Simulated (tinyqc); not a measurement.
Thermodynamics of metal silicides: hull, first phase, silicon consumed, nucleation and stability against SiO2: one step, computed by the program tinyqc.

Entropies of formation of the solids are neglected, so heats stand for free energies. Si fractions: M2Si 0.3333, MSi 0.5000, MSi2 0.6667.

Question. End state on a thin silicon layer. Overall Si fraction x0 = (t_Si/V_Si)/(t_Si/V_Si + t/V_M). In equilibrium the two stable phases that bracket x0 share the atoms by the lever rule.

Inputs (values chosen for the exercise, for a model metal): molar volume of M = 9.09 cm^3/mol; molar volume of Si = 12.06 cm^3/mol; metal thickness t = 28 nm; silicon available t_Si = 56 nm.

Phases: M2Si, MSi, MSi2.

distance to the lowest tie line (kJ/mol atoms): M2Si -11.33333, MSi -21.55000, MSi2 12.96667

Give: overall Si fraction x0; end state; share of atoms in the Si-richer phase.

Answer.

overall Si fraction x0 = 0.6012

End state: MSi + Si

share of atoms in the Si-richer phase = 0.2024
